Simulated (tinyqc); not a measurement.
Schemes compared: quasiparticle equation with a plasmon-pole self-energy for two band edges.

For each edge E = e + X + Sc(E), with the correlation part Sc(E) = A[0]/(E - a + w) + A[1]/(E - b - w); a and b are the valence and conduction energies that enter the Green function (a = ev, b = ec in the one-shot scheme). Z = 1/(1 - dSc/dE), dSc/dE = -A[0]/(E - a + w)^2 - A[1]/(E - b - w)^2.

Inputs chosen for the exercise (scales of the order of those of SiO2; not measured data): ev = 0 eV (mean-field valence top); ec = 5.77 eV (mean-field conduction edge); w = 20.1 eV (pole energy); Av = (69.5, 29.6) eV^2 (weights of the valence state on the hole and electron poles); Ac = (34.2, 78.6) eV^2 (the same for the conduction state); Xv = -4.53 eV (exchange minus the mean-field potential, valence); Xc = 4.72 eV (the same, conduction).

Z = 1; linearised; exact one-shot; energies updated in G (a, b); updated in G and W, where w grows by half of the opening of the gap (a rule chosen for the exercise).

Results (eV):
```
scheme               Ev     Ec     gap  opening
mean field        0.000  5.770   5.770    0.000
Z = 1            -2.216  7.902  10.118    4.348
linearised       -1.822  7.481   9.304    3.534
one-shot, exact  -1.802  7.461   9.263    3.493
update G         -2.063  7.724   9.787    4.017
update G and W   -2.330  8.024  10.354    4.584
```

What can be read from this table?

The openings run from 3.493 (one-shot, exact) to 4.584 eV (update G and W). Linearising moves the gap by 41 meV, updating G +524 meV and updating W a further +568 meV: once Z is kept, the level of self-consistency matters more than linearising.

Computed by tinyqc, a small Python program: `OMP_NUM_THREADS=1 python tinyqc.py 1881205 1881206 out.jsonl` (the numbers bound the seed that draws the inputs); one thread of a shared host (Intel(R) Xeon(R) Processor @ 2.30GHz), about 0.03 s for the whole set of steps.
